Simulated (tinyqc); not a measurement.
Avalanche multiplication and breakdown of a junction from ionisation integrals: one step, computed by the program tinyqc. Command: `OMP_NUM_THREADS=1 python tinyqc.py 3023018 3023019 out.jsonl impact walk`. One thread of a shared host (Intel(R) Xeon(R) Processor @ 2.30GHz), about 0.02 s of CPU time with the checks.

Ionisation coefficients follow the local field. Position x runs through the depletion layer from the p side (x = 0), where electrons enter, to the n side (x = w), where holes enter. The built-in voltage is neglected.

Problem. Coefficients at the critical field. alpha_n = a_n exp(-(b_n/F)^c), alpha_p = a_p exp(-(b_p/F)^c).

Inputs (values chosen for the exercise, modelled on GaAs): electron prefactor a_n = 194000 1/cm; electron field b_n = 563000 V/cm; hole prefactor a_p = 241000 1/cm; hole field b_p = 642000 V/cm; exponent c = 1.8.

Junction: linearly graded.

critical field F_m = 0.3304762 MV/cm

Give: alpha_n; alpha_p; ratio k = alpha_p/alpha_n; shorter ionisation length.

Solution.

alpha_n = 14281 1/cm

alpha_p = 8848.6 1/cm

ratio k = alpha_p/alpha_n = 0.61961

shorter ionisation length = 0.70023 micrometre

Electrons ionise more readily at the peak field.
